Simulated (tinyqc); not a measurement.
Biaxial strain splits the top of the valence band: sp3s* tight binding, strained.

sp3s* tight binding, nearest neighbours only: anion (a) at 0, cation (c) at a/4 (1,1,1), orbitals s, px, py, pz, s* on each; k in units of 2 pi/a. With phases e_j = exp(i (pi/2) k.n_j) for n = (1,1,1), (1,-1,-1), (-1,1,-1), (-1,-1,1): g0 = (e1+e2+e3+e4)/4, g1 = (e1+e2-e3-e4)/4, g2 = (e1-e2+e3-e4)/4, g3 = (e1-e2-e3+e4)/4. The diagonal holds the levels Esa, Epa, Exa (s*) and Esc, Epc, Exc. Anion-cation block: <sa|sc> = Vss g0; <sa|xc> = Vsapc g1; <xa|sc> = -Vscpa g1; <xa|xc> = Vxx g0; <xa|yc> = <ya|xc> = Vxy g3, <xa|zc> = <za|xc> = Vxy g2, <ya|zc> = <za|yc> = Vxy g1; <s*a|xc> = Vxapc g1; <xa|s*c> = -Vpaxc g1; y and z take g2 and g3 in place of g1; s-s* and s*-s* vanish.

Strain e moves each bond vector to d = (1 + e) d0 (no internal displacement for the diagonal strains used here) and k is given in fractions of the strained reciprocal cell, so the phases stay. Two-centre values Vss_sigma = Vss/4, Vsp_sigma = sqrt3 V/4 for each s-p and s*-p pair, Vpp_sigma = (Vxx + 2 Vxy)/4, Vpp_pi = (Vxx - Vxy)/4 are scaled by (d0/d)^eta and combined with the new direction cosines; the levels on the diagonal stay.

Values chosen for the exercise (near a published set for GaSb, fitted to gaps, whose masses and valley positions are rough; shifted at random, so the results belong to these values and not to a real crystal): Esa = -7.296 eV (s level of the anion); Epa = 0.861 eV (p level of the anion); Esc = -3.911 eV (s level of the cation); Epc = 2.895 eV (p level of the cation); Exa = 6.603 eV (s* level of the anion); Exc = 5.962 eV (s* level of the cation); Vss = -6.173 eV (s-s); Vxx = 1.579 eV (px-px); Vxy = 4.128 eV (px-py); Vsapc = 4.971 eV (s anion, p cation); Vscpa = 4.653 eV (s cation, p anion); Vxapc = 5.003 eV (s* anion, p cation); Vpaxc = 4.235 eV (p anion, s* cation); eta = 2 (scaling exponent); D001 = 0.9 (ratio -ezz/exx).

No spin-orbit coupling; k = 0; exx = eyy = e, ezz = -D001 e. The four bonds keep equal lengths, and the sums over them give Vxx(e) for px and py and Vzz(e) for pz; each level is the lower root of [[Epa, V], [V, Epc]], and the s level the upper root of the s block. The shear potential b follows from E(x,y) - E(z) = 3 b (exx - ezz), taken as the slope between e = -0.005 and 0.005.

Couplings and levels at Gamma (eV):

| e | ezz | Vxx(e) | Vzz(e) | E(x,y) | E(z) | E(x,y) - E(z) (meV) | upper s level |
|---|---|---|---|---|---|---|---|
| -0.020 | 0.0180 | 1.4944 | 1.8169 | 0.0704 | -0.2042 | 274.6 | 0.8837 |
| -0.010 | 0.0090 | 1.5375 | 1.6966 | 0.0346 | -0.1000 | 134.6 | 0.8407 |
| -0.005 | 0.0045 | 1.5584 | 1.6374 | 0.0171 | -0.0496 | 66.6 | 0.8191 |
| 0.005 | -0.0045 | 1.5992 | 1.5213 | -0.0171 | 0.0481 | -65.2 | 0.7754 |
| 0.010 | -0.0090 | 1.6189 | 1.4643 | -0.0338 | 0.0952 | -129.0 | 0.7534 |
| 0.020 | -0.0180 | 1.6572 | 1.3524 | -0.0664 | 0.1859 | -252.3 | 0.7091 |

b = -2.313 eV

How do the results move, and what explains it?

Under tension in the plane (e > 0) the bonds tilt towards the plane, Vxx grows to 1.6189 and Vzz falls to 1.4643 eV at e = 0.01, and the pz state forms the top of the valence band, by 129.0 meV; under compression (e = -0.01) the px, py pair does, by 134.6 meV. The slope gives b = -2.31 eV, a rough value, since on-site strain terms are left out (measured values lie near -2 eV).

tinyqc: `OMP_NUM_THREADS=1 python tinyqc.py 1480125 1480126 out.jsonl`; about 0.1 s, one thread, shared Intel(R) Xeon(R) Processor @ 2.30GHz.
